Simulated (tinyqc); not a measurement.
Length of a molecular wire: coherent transport through a tight-binding bridge. Computed by the program tinyqc. T = Gamma_L Gamma_R |G_1n|^2 with the self-energies of semi-infinite chains.

A uniform bridge between two chains:
```
parameter                       value
site energy (eV)             1.660000
hopping in the bridge (eV)   1.010000
lead hopping (eV)            1.760000
couplings (eV)              1.19, 0.4
E (eV)                      -0.280000
```

Transmission against length:
```
sites           T    ln T
2      3.1633e-02  -3.454
3      2.0256e-02  -3.899
4      1.5999e-02  -4.135
5      1.4939e-02  -4.204
6      1.6313e-02  -4.116
7      2.1126e-02  -3.857
8      3.4034e-02  -3.380
9      7.6824e-02  -2.566
10     3.0110e-01  -1.200
```

What does the comparison show, and why?

E lies inside the band of the bridge (|E - e|/2h = 0.960 < 1): T does not decay but oscillates with length, between 0.015 and 0.301 here, as levels of the bridge pass E.
